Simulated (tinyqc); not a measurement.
Effect of the position of a charge sheet.

One sheet of 4.4e12 cm^-2 lies at the depth x from the gate; it shifts Vfb by -(q/eps0) Q s, with s = x/e2 in layer 2 and t2/e2 + (x - t2)/e1 in layer 1, and it induces the share s/(t1/e1 + t2/e2) of its image in the semiconductor.

Values chosen for this exercise: thickness of layer 1, next to the semiconductor t1 = 1.5 nm; relative permittivity of layer 1 e1 = 3.92; thickness of layer 2, next to the gate t2 = 2.2 nm; relative permittivity of layer 2 e2 = 25.3.

Constants: q = 1.602176634e-19 C, eps0 = 8.8541878128e-14 F/cm where lengths are in cm. Results are converted to the units shown.

Result of one run:

| x (nm) | shift (mV) | image in the semiconductor (%) |
|---|---|---|
| 1.85 | -58.22 | 15.57 |

What becomes of these results when the depth of the sheet x is changed from 1.85 to 0 nm, all else the same?

Result of the changed run:

| x (nm) | shift (mV) | image in the semiconductor (%) |
|---|---|---|
| 0 | 0 | 0 |

The whole series:

| x (nm) | shift (mV) | image in the semiconductor (%) |
|---|---|---|
| 0 | 0 | 0 |
| 0.46 | -14.48 | 3.872 |
| 0.93 | -29.27 | 7.828 |
| 1.39 | -43.74 | 11.70 |
| 1.85 | -58.22 | 15.57 |
| 2.31 | -91.58 | 24.49 |
| 2.78 | -187.0 | 50.02 |
| 3.24 | -280.5 | 75.01 |
| 3.7 | -373.9 | 100.0 |

The shift grows from 0 at the gate to -374 mV at the semiconductor, by -31.5 mV/nm in layer 2 and -203 mV/nm in layer 1, the ratio of the permittivities. A sheet between the layers has 18.5 % of its full effect.

Numbers from tinyqc (`OMP_NUM_THREADS=1 python tinyqc.py 2010138 2010139 out.jsonl`; about 0.01 s on one thread of a shared Intel Xeon 2.30GHz).
